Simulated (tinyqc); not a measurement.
# Inputs raised by 10 %, one at a time

Model: Haynes-Shockley experiment: drift, diffusion and decay of a minority-carrier pulse. Computed by tinyqc, a small Python program. Command: `OMP_NUM_THREADS=1 python tinyqc.py 3112638 3112639 out.jsonl haynes sens`. One thread of a shared host (Intel(R) Xeon(R) Processor @ 2.30GHz), about 0.02 s of CPU time with the checks.

A thin sheet of excess carriers is made at x = 0, t = 0 in a long uniform bar; injection is low, so the pulse moves with the minority mobility.

Inputs (values chosen for the exercise, modelled on holes in n-type germanium in a lightly doped bar):

| quantity | value | unit |
|---|---|---|
| minority mobility mu | 2100 | cm^2/(V s) |
| lifetime tau | 210 | microsecond |
| temperature T | 250 | K |
| field F | 38 | V/cm |
| distance d to the collector | 0.88 | cm |
| injected sheet density N0 | 2.6e+10 | 1/cm^2 |

Constants: k_B = 8.617333262e-05 eV/K.

Method:
- D = mu k_B T/e, v = mu F.
- Transit time d/v, diffusion length sqrt(D tau), drift length v tau, Peclet number v d/D = e F d/(k_B T).
- dn(x, t) = N0/sqrt(4 pi D t) exp(-(x - v t)^2/(4 D t) - t/tau).
- At fixed x the signal peaks where d ln(dn)/dt = 0: a t^2 + t/2 - x^2/(4 D) = 0 with a = v^2/(4 D) + 1/tau.
- The full width at half maximum is found by solving dn(x, t) = peak/2 on both sides of the peak.
- With w the full width at half maximum: mu = d/(F t_p); D = (w d)^2/(16 ln2 t_p^3); Einstein ratio D/mu against k_B T/e.

Runs:

| input moved | from | to | time of the peak t_p (microsecond) | peak density (1/cm^3) | width at half maximum (microsecond) | apparent D (cm^2/s) |
|---|---|---|---|---|---|---|
| base run | - | - | 11.020 | 3.1163e+11 | 0.93164 | 45.290 |
| minority mobility mu (cm^2/(V s)) | 2100 | 2310 | 10.018 | 3.1312e+11 | 0.84695 | 49.819 |
| lifetime tau (microsecond) | 210 | 231 | 11.020 | 3.1312e+11 | 0.93165 | 45.290 |
| temperature T (K) | 250 | 275 | 11.019 | 2.9714e+11 | 0.97706 | 49.825 |
| field F (V/cm) | 38 | 41.8 | 10.019 | 3.2840e+11 | 0.80758 | 45.286 |
| distance d to the collector (cm) | 0.88 | 0.968 | 12.122 | 2.9557e+11 | 0.97715 | 45.286 |
| injected sheet density N0 (1/cm^2) | 2.6e+10 | 2.86e+10 | 11.020 | 3.4280e+11 | 0.93164 | 45.290 |

Exponents ln(y'/y) / ln(x'/x):

| input | time of the peak t_p | peak density | width at half maximum | apparent D |
|---|---|---|---|---|
| minority mobility mu | -1.000 | 0.050 | -1.000 | 1.000 |
| lifetime tau | 0.000 | 0.050 | 0.000 | 0.000 |
| temperature T | -0.001 | -0.500 | 0.499 | 1.001 |
| field F | -0.999 | 0.550 | -1.499 | -0.001 |
| distance d to the collector | 1.001 | -0.555 | 0.500 | -0.001 |
| injected sheet density N0 | 0.000 | 1.000 | 0.000 | 0.000 |

To which inputs is each result most sensitive?

Among the inputs moved here: time of the peak t_p answers most in size to distance d to the collector (exponent +1.001), and about equally to minority mobility mu (-1.000), field F (-0.999); its exponent is below 0.0005 for lifetime tau, injected sheet density N0. Its exponent -0.999 in field F: pure drift, t = d/(mu F). Peak density answers most in size to injected sheet density N0 (exponent +1.000), next to distance d to the collector (-0.555). Its exponent +1.000 in injected sheet density N0: the equation is linear. Width at half maximum answers most in size to field F (exponent -1.499), next to minority mobility mu (-1.000); its exponent is below 0.0005 for lifetime tau, injected sheet density N0. Its exponent -1.499 in field F: sqrt(D t)/v with t = d/v. Its exponent +0.500 in distance d to the collector: the spread grows as sqrt(t). Apparent D answers most in size to temperature T (exponent +1.001), and about equally to minority mobility mu (+1.000); its exponent is below 0.0005 for lifetime tau, injected sheet density N0.

Extremes, crossings and ranges named in words are read from the listed rows.
